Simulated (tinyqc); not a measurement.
Inside a calculation. Method: Hubbard ring of 4 sites. One step of it, computed by the program tinyqc.

Task: Mean-field iteration 1. H(up) = T + U n(down), H(down) = T + U n(up); fill the lowest levels; n(new) = n + mixing (n(out) - n); E = tr T (rho up + rho down) + U sum n_up n_down of the output.

one-body matrix (hopping and site energies) (eV), lower triangle:
```
           1          2          3          4
1   0.390000
2  -0.520000   0.830000
3   0.000000  -0.520000  -0.560000
4  -0.520000   0.000000  -0.520000  -0.620000
```

U = 6.300000 eV

electrons, up and down: 2  1

mixing = 1

n(up) at the start (a guess, not normalised): 1 0.500000, 2 0.500000, 3 0.500000, 4 0.500000

n(down) at the start (a guess): 1 0.250000, 2 0.250000, 3 0.250000, 4 0.250000

Give: levels, up; levels, down; energy; n(up) after iteration 1; n(down) after iteration 1.

Result:

levels, up (eV): 0.2668  1.3065  1.8302  2.9365

levels, down (eV): 1.8418  2.8815  3.4052  4.5115

energy = 1.9854 eV

n(up) after iteration 1: 1 0.1783, 2 0.0848, 3 0.9138, 4 0.8230

n(down) after iteration 1: 1 0.0776, 2 0.0491, 3 0.3997, 4 0.4736
